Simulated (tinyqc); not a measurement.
Deep level with several charge states, and Shockley-Read-Hall recombination: one step. Emission and generation in a depleted region. Three cases, with inputs chosen for the exercise.

Question. With n = p = 0 the level generates pairs at G = Nt en ep/(en + ep); generation lifetime tg = ni/G; current density e G W for a width W = 1 micrometre, e = 1.602176634e-19 C.

One level at Et with degeneracy 1: tn = 1/(sn vth Nt), tp = 1/(sp_ vth Nt), n1 = Nc exp((Et - Eg)/kT), p1 = Nv exp(-Et/kT), ni^2 = n1 p1. Equilibrium n0 = Nm, p0 = ni^2/Nm; n = n0 + dn, p = p0 + dn. U = (n p - ni^2)/(tp (n + n1) + tn (p + p1)), lifetime dn/U; emission rates en = sn vth n1, ep = sp_ vth p1.

Constants: kB = 8.617333262e-05 eV/K.

Give: en, ep; G; tg; current density.

Case 1.

Values chosen (gap and densities of states near those of Si at this temperature; shifted at random, so the results belong to these values and not to a real crystal): Eg = 1.119 eV (gap); Nc = 3.29e+19 1/cm^3 (conduction-band density of states); Nv = 1.37e+19 1/cm^3 (valence-band density of states); T = 350 K; Et = 0.731 eV (recombination level above Ev); Nt = 1.7e+14 1/cm^3 (defects); sn = 3.3e-16 cm^2 (electron capture cross-section); sp_ = 1.6e-15 cm^2 (hole capture cross-section); vth = 23000000 cm/s (thermal velocity, both carriers).

Answer.

en, ep (1/s): [6.46e+05, 15.0]

G = 2.55e+15 1/(cm^3 s)
tg = 73.0 microsecond
current density = 4.09e-08 A/cm^2

The slower step, hole emission, limits the rate: en/ep = 4.3e+04.

Case 2.

Values chosen (gap and densities of states near those of Si at this temperature; shifted at random, so the results belong to these values and not to a real crystal): Eg = 1.097 eV (gap); Nc = 4.19e+19 1/cm^3 (conduction-band density of states); Nv = 1.77e+19 1/cm^3 (valence-band density of states); T = 400 K; Et = 0.751 eV (recombination level above Ev); Nt = 5.2e+14 1/cm^3 (defects); sn = 6.1e-16 cm^2 (electron capture cross-section); sp_ = 8.2e-15 cm^2 (hole capture cross-section); vth = 21000000 cm/s (thermal velocity, both carriers).

Answer.

en, ep (1/s): [2.35e+07, 1.05e+03]

G = 5.47e+17 1/(cm^3 s)
tg = 6.12 microsecond
current density = 8.76e-06 A/cm^2

The slower step, hole emission, limits the rate: en/ep = 2.23e+04.

Case 3.

Values chosen (gap and densities of states near those of SiC at this temperature; shifted at random, so the results belong to these values and not to a real crystal): Eg = 3.23 eV (gap); Nc = 1.81e+19 1/cm^3 (conduction-band density of states); Nv = 3.29e+19 1/cm^3 (valence-band density of states); T = 300 K; Et = 1.685 eV (recombination level above Ev); Nt = 6.8e+14 1/cm^3 (defects); sn = 1.9e-14 cm^2 (electron capture cross-section); sp_ = 6.6e-16 cm^2 (hole capture cross-section); vth = 17000000 cm/s (thermal velocity, both carriers).

Answer.

en, ep (1/s): [6.49e-14, 1.82e-17]

G = 0.0124 1/(cm^3 s)
tg = 1.46 microsecond
current density = 1.98e-25 A/cm^2

The slower step, hole emission, limits the rate: en/ep = 3.56e+03.

Computed by tinyqc, one run a case: `OMP_NUM_THREADS=1 python tinyqc.py N N+1 out.jsonl` with N = 1681372, 1681610, 1681687; one thread of a shared Intel(R) Xeon(R) Processor @ 2.30GHz, about 0.01 s a run at most.
